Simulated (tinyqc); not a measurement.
Free-carrier optics of a doped semiconductor (Drude model with one polar phonon), step by step. Values are carried at full precision from step to step, so a last printed digit may differ when a step is redone from the rounded ones.

eps(E) = ei [1 - Ep^2/(E^2 + i E Gam)] + (es - ei) wT^2/(wT^2 - E^2 - i E gT), with Ep^2 = 8 pi c (e^2/(4 pi eps0)) N/(m ei), c = hbar^2/2m0, N in 1/angstrom^3 (1e-24 per 1/cm^3); Gam = hbar/tau, tau = mu m m0/e with m0/e = 5.685630e-12 kg/C and mu in m^2/(V s). Energies in meV.

Constants: hbar^2/2m0 = 3.80998211 eV angstrom^2; e^2/(4 pi eps0) = 14.39964547 eV angstrom; hbar = 6.58211957e-16 eV s; hbar c = 1973.269805 eV angstrom.

Inputs chosen for the exercise (mass and dielectric values near those of GaSb; N and mu are free inputs; interband absorption and the rise of the mass with filling are left out; not measured data):
- N = 5.2e+16 1/cm^3 (carrier density)
- m = 0.0408 m0 (conductivity mass)
- mu = 13000 cm^2/(V s) (mobility)
- ei = 14.51 (high-frequency dielectric constant)
- wT = 27.6 meV (TO phonon)
- es = 15.75 (static dielectric constant)
- gT = 0.7 meV (phonon damping)
- E = 12.1 meV (photon energy)

## Plasma energy and damping

Evaluate Ep, tau, Gam, the plasma wavelength hc/Ep (hc = 1239.841984 eV nm) and the dc resistivity 1/(e N mu), e = 1.602176634e-19 C.

Ep = 11.005 meV
tau = 301.57 fs
Gam = 2.183 meV
plasma wavelength = 112.66 micrometre
rho = 0.00923 ohm cm

Ep/Gam = 5.04: the plasma edge is sharp.

## Dielectric function at one energy

Insert the numbers.

free-carrier term = -11.6247+2.0969i
eps = 4.4201+2.1180i

## Optical constants

n + i k = sqrt(eps1 + i eps2) with k >= 0; R = ((n - 1)^2 + k^2)/((n + 1)^2 + k^2) at normal incidence from vacuum; alpha = 2 E k/(hbar c), times 1e8 for 1/cm; loss function Im(-1/eps) = eps2/(eps1^2 + eps2^2).

Convert eps at the photon energy E (in meV) into the optical constants.

n = 2.1589
k = 0.4905
R = 0.1550
alpha = 602 1/cm

Light of this energy penetrates 1/alpha = 16.6 micrometre.

## Coupled plasmon-phonon modes

Without damping eps = 0 gives E^4 - (wL^2 + Ep^2) E^2 + Ep^2 wT^2 = 0 with wL = wT sqrt(es/ei) (Lyddane-Sachs-Teller).

wL = 28.76 meV

L-, L+ (meV): [10.49, 28.95]

L+ lies 0.19 meV above the larger of wL and Ep; L- lies below wT by 17.11 meV.

## Checks

- Integral of E eps2 of the free-carrier term against (pi/2) ei Ep^2 (meV^2): both 2760.4.

Run: tinyqc, `OMP_NUM_THREADS=1 python tinyqc.py 1682558 1682559 out.jsonl`; Intel(R) Xeon(R) Processor @ 2.30GHz, one thread, shared host; about 0.01 s of CPU time with all checks.
